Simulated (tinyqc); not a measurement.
Hot electrons in a saturated n-channel MOSFET, lucky-electron model: one step of the calculation.

Beyond pinch-off the lateral field grows as Esat cosh(y/l) over the velocity-saturated region (pseudo-two-dimensional model). Impact ionisation in this region gives the substrate current, which biases the body forward through Rsub. Currents are per width. Local-field laws: they overstate ionisation when the field peak is narrower than an energy relaxation length.

Question. Length and field scales. Cox = 3.9 eps0/tox, l = sqrt(3 tox xj), Esat = 2 vs/mu.

Parameters, values chosen for the exercise; values close to those of silicon n-channel devices: channel length L = 0.35 um; oxide thickness tox = 7.6 nm; junction depth xj = 100 nm; effective mobility mu = 370 cm^2/(V s); saturation velocity vs = 8.6e6 cm/s.

Constants: eps0 = 8.8541878128e-14 F/cm where lengths are in cm. Results are converted to the units shown.

Wanted: Cox; l; Esat; Esat L.

Answer.

Cox = 0.4544 uF/cm^2
l = 47.75 nm
Esat = 0.04649 MV/cm
Esat L = 1.627 V

Computed by the program tinyqc: `OMP_NUM_THREADS=1 python tinyqc.py 2550067 2550068 out.jsonl`, one thread of a shared Intel Xeon 2.30GHz, about 0.03 s for the whole run.
